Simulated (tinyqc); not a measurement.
# Surface Green function of a square-lattice strip three rows wide, Sancho-Rubio decimation: densities of states against energy

A semi-infinite lead of cells 0, 1, 2, ... with H0 inside a cell and H1 = <cell i|H|cell i + 1>. A cell is one column of three sites. z = E + i eta.

Start with e_s = e = H0, a = H1, b = H1^dagger. Each round: g = (z - e)^(-1); e_s <- e_s + a g b; e <- e + a g b + b g a; a <- a g a; b <- b g b (all with the old a, b). Round k joins cells 2^k apart. Stop when the largest entry of the matrices a and b is below 1e-12 eV; g_s = (z - e_s)^(-1), bulk (z - e)^(-1), density of states -Im Tr/pi. Here eta = 0.001 eV. Open modes are the crossings of E with the bands of H0 + H1 exp(ik) + H1^dagger exp(-ik) for 0 < k < pi.

H0 (eV):

|  | 1 | 2 | 3 |
|---|---|---|---|
| 1 | -0.47 | -1.07 | 0 |
| 2 | -1.07 | -0.58 | -1.07 |
| 3 | 0 | -1.07 | 0.35 |

H1 (eV):

|  | 1 | 2 | 3 |
|---|---|---|---|
| 1 | -1 | 0 | 0 |
| 2 | 0 | -1 | 0 |
| 3 | 0 | 0 | -1 |

Densities of states against energy:

| E (eV) | open modes | rounds | surface (1/eV) | bulk (1/eV) |
|---|---|---|---|---|
| -4.28 | 0 | 6 | 1.661e-4 | 3.844e-4 |
| -3.57 | 1 | 15 | 0.1736 | 0.2917 |
| -2.85 | 1 | 16 | 0.2795 | 0.1813 |
| -2.13 | 1 | 16 | 0.3167 | 0.1727 |
| -1.41 | 2 | 16 | 0.5485 | 0.3754 |
| -0.69 | 3 | 16 | 0.6031 | 1.478 |
| 0.03 | 3 | 16 | 0.6513 | 0.9476 |
| 0.74 | 2 | 16 | 0.5950 | 0.3409 |
| 1.46 | 2 | 16 | 0.5170 | 0.4129 |
| 2.18 | 1 | 16 | 0.2851 | 0.1783 |
| 2.9 | 1 | 15 | 0.1886 | 0.2685 |
| 3.62 | 0 | 6 | 1.922e-4 | 4.846e-4 |

The bands of the infinite lead run over -3.89 to 0.106, -2.10 to 1.90, -0.711 to 3.29 eV. The rounds lie between 6 and 16, 6.0 on average outside the bands and 15.8 inside. The surface density of states is largest at E = 0.03 eV among the rows (0.651 1/eV, bulk 0.948).

Numbers from tinyqc (`OMP_NUM_THREADS=1 python tinyqc.py 2680042 2680043 out.jsonl`; about 0.08 s on one thread of a shared Intel Xeon 2.30GHz).
